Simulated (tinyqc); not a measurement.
Phonon-assisted absorption at an indirect gap, step by step. Values are carried at full precision from step to step, so a last printed digit may differ when a step is redone from the rounded ones.

alpha(E) = sum_j A_j [N_j (E - Eg + w_j)^2 + (N_j + 1)(E - Eg - w_j)^2], each bracket counted only where its base is positive; N_j = 1/(exp(w_j/kB T) - 1). The first term absorbs a phonon and the second emits one; excitons and direct transitions are left out.

Constants: kB = 8.617333262e-05 eV/K.

Inputs chosen for the exercise (loosely those of Si at room temperature; Eg is not tied to T; shifted at random, so the results belong to these values and not to a real crystal):
- Eg = 1.109 eV (indirect gap, held fixed unless listed)
- w = (57.6, 19.2) meV (two zone-edge phonons)
- A = (2800, 680) 1/(cm eV^2) (their strengths)
- T = 300 K
- E = 1.093 eV (photon energy)
- nr = 3.63 (refractive index)
- d = 1.8 micrometre (thickness)
- xj = 0.58 micrometre (dead layer at the surface)
- W = 0.97 micrometre (depleted width)
- L = 120 micrometre (minority diffusion length below it)

## The four branches at one energy

Evaluate the occupations and each term.

N_j: 0.1207  0.9078

terms with phonon absorption (1/cm): 0.5851  0.006321

terms with phonon emission (1/cm): 0  0

alpha = 0.5914 1/cm
wavelength hc/E (hc = 1239.841984 eV nm) = 1134.3 nm

Phonon absorption supplies 100.0 % of alpha; the depth 1/alpha is 1.69e+04 micrometre.

## What a slab does with it

Slab of thickness d in air, incoherent passes: R = ((nr - 1)/(nr + 1))^2, x = exp(-alpha d); transmitted Tr = (1 - R)^2 x/(1 - R^2 x^2), reflected Rt = R + (1 - R)^2 R x^2/(1 - R^2 x^2), absorbed Ab = (1 - R)(1 - x)/(1 - R x).

d in cm is 1e-4 times the value in micrometres.

R = 0.3227
x = 0.9999
Tr = 0.5120
Rt = 0.4879
Ab = 0.0001

A single pass would absorb (1 - R)(1 - x) = 0.0001; the back face adds 0.0000.

## Quantum efficiency of a diode

Photodiode (Gaertner form with a dead layer): QE = (1 - R) exp(-alpha xj) [1 - exp(-alpha W)/(1 + alpha L)], R = ((nr - 1)/(nr + 1))^2; responsivity = QE/E in A/W for E in eV.

Evaluate the factors; 1 micrometre = 1e-4 cm.

passes the dead layer = 1.0000
collected share = 0.0071
QE = 0.0048
responsivity = 0.0044 A/W

Without diffusion from below the collected share would be 0.0001.

## Checks

- Tr + Rt + Ab against 1: both 1.000000.

Run: tinyqc, `OMP_NUM_THREADS=1 python tinyqc.py 1680821 1680822 out.jsonl`; Intel(R) Xeon(R) Processor @ 2.30GHz, one thread, shared host; about 0.01 s of CPU time with all checks.
